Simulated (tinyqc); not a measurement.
# Thin-body transistor below threshold, two-dimensional Poisson equation on a small mesh: several studies

A thin body on a thick buried insulator of low permittivity, taken as carrying no normal field at the bottom of the body (row 0). Mobile charge is neglected (subthreshold), the body is fully depleted, and potentials are counted from the intrinsic level; rows run upward to the gate, columns from source to drain.

Inputs (values chosen for the exercise); semiconductor permittivity close to that of silicon:
```
symbol,value,unit,meaning
T,293,K,temperature
eps_r,11.6,,relative permittivity of the semiconductor
eox,25,,relative permittivity of the insulator
tb,3,nm,body thickness
tox,7.2,nm,insulator thickness
L,37,nm,channel length
Na,0,cm^-3,acceptor density of the depleted body
Vbi,0.53,V,potential of the source
Vfb,0.07,V,gate offset
Vg,0,V,gate voltage
Vd,0.5,V,drain voltage
```

Constants: q = 1.602176634e-19 C, kB = 1.380649e-23 J/K, Vt = kB T/q, eps0 = 8.8541878128e-14 F/cm where lengths are in cm. Results are converted to the units shown.

Each table varies one quantity; the others keep the values above.

## Refining the mesh

The mesh has 2 c steps in the semiconductor (rows from 0 up to the interface), c steps in the insulator and 8 c along the channel, each uniform. Box integration, divided by eps0: up_i = eps hy/h of the interval above row i, dn_i = that of the interval below (0 for row 0), lat_i = (sum of eps h/2 over the intervals above and below)/hy, s_i = -q Na w_i hy/eps0 with w_i the semiconductor height of the box (hs/2 for row 0 and the interface row, hs between, 0 in the insulator). Each free node obeys (up + dn + 2 lat) psi = up psi(above) + dn psi(below) + lat [psi(left) + psi(right)] + s. Fixed values: gate row Vg - Vfb; column 0 at Vbi and the last column at Vbi + Vd in the semiconductor, each running linearly to Vg - Vfb across the insulator. The system is solved directly; psi is read on row 0 at mid-channel.

Refining the mesh:

| c | unknowns | psi at mid-channel (V) | d psi/dVg |
|---|---|---|---|
| 1 | 21 | 0.025382 | 0.88779 |
| 2 | 90 | -1.2779e-5 | 0.91766 |
| 3 | 207 | -0.0043730 | 0.92279 |
| 4 | 372 | -0.0058634 | 0.92455 |
| 6 | 846 | -0.0069166 | 0.92578 |
| 8 | 1512 | -0.0072829 | 0.92622 |
| 12 | 3420 | -0.0075439 | 0.92652 |

psi at mid-channel goes from 0.02538 V on the coarsest mesh to -0.007544 V on the finest, a difference of 33 mV. d psi/dVg changes by 0.030 from c = 1 to 2, by 0.0069 from 2 to 4 and by 0.0017 from 4 to 8, a ratio of 4.1 between the last two, near the 4 of a second-order scheme.

## Choice of the relaxation factor

Mesh: rows i = 0..2 in the semiconductor (step hs = tb/2, row 2 on the interface), then 1 step(s) ho = tox/1 up to the gate row 3; columns j = 0..5 (step hy = L/5). Sweeps go row by row from row 0, left to right, psi(new) = psi + omega (t - psi) with t the value that solves the node equation for the newest neighbours; free nodes start at zero; stop when the largest change is below 1e-7 V.

Results:

| omega | sweeps |
|---|---|
| 1 | 69 |
| 1.1 | 57 |
| 1.2 | 46 |
| 1.3 | 35 |
| 1.4 | 24 |
| 1.5 | 24 |
| 1.6 | 31 |
| 1.7 | 45 |
| 1.9 | 143 |

Estimate the missing row, omega = 1.8.

Computed row:

| omega | sweeps |
|---|---|
| 1.8 | 69 |

With this row back in the table: Gauss-Seidel (omega = 1) takes 69 sweeps; the fewest, 24, are at omega = 1.4 and 1.5, and omega = 1.9 takes 143. The Jacobi matrix of this mesh has spectral radius rho = 0.9095, so theory puts the best factor at 2/(1 + sqrt(1 - rho^2)) = 1.41.

## Effect of the body thickness

Mesh: rows i = 0..12 in the semiconductor (step hs = tb/12, row 12 on the interface), then 8 step(s) ho = tox/8 up to the gate row 20; columns j = 0..80 (step hy = L/80). The system is solved directly. On row 0 the minimum of psi and its place come from a parabola through the three lowest nodes; barrier = Vbi - minimum, swing = Vt ln 10/(d psi/dVg), DIBL = (d psi/dVd)/(d psi/dVg) there. Lambda = pi/k with k the smallest positive root of tan(k tox) tan(k tb) = eox/eps_r.

Results:

| tb (nm) | L/Lambda | barrier (V) | place y/L | swing (mV/decade) | DIBL (mV/V) |
|---|---|---|---|---|---|
| 1.2 | 2.382 | 0.5655 | 0.4594 | 60.84 | 16.38 |
| 1.6 | 2.323 | 0.5609 | 0.4584 | 61.22 | 18.68 |
| 2.1 | 2.251 | 0.5544 | 0.4570 | 61.77 | 22.01 |
| 3.6 | 2.042 | 0.5287 | 0.4525 | 64.02 | 35.63 |
| 4.8 | 1.882 | 0.5013 | 0.4481 | 66.62 | 51.20 |

Estimate the missing row, tb = 2.8 nm.

Computed row:

| tb (nm) | L/Lambda | barrier (V) | place y/L | swing (mV/decade) | DIBL (mV/V) |
|---|---|---|---|---|---|
| 2.8 | 2.152 | 0.5436 | 0.4550 | 62.70 | 27.63 |

With this row back in the table: As tb goes from 1.2 to 4.8 nm, the barrier falls from 0.566 to 0.501 V, the swing rises from 60.8 to 66.6 mV a decade and DIBL rises from 16.4 to 51.2 mV/V; the ideal swing is 58.1. L/Lambda goes from 2.4 to 1.9. In every row the body is under 5 nm thick, where quantum confinement matters.

tinyqc, about 0.1 s, one thread, Intel Xeon 2.30GHz (shared host): `OMP_NUM_THREADS=1 python tinyqc.py 2480026 2480027 out.jsonl`
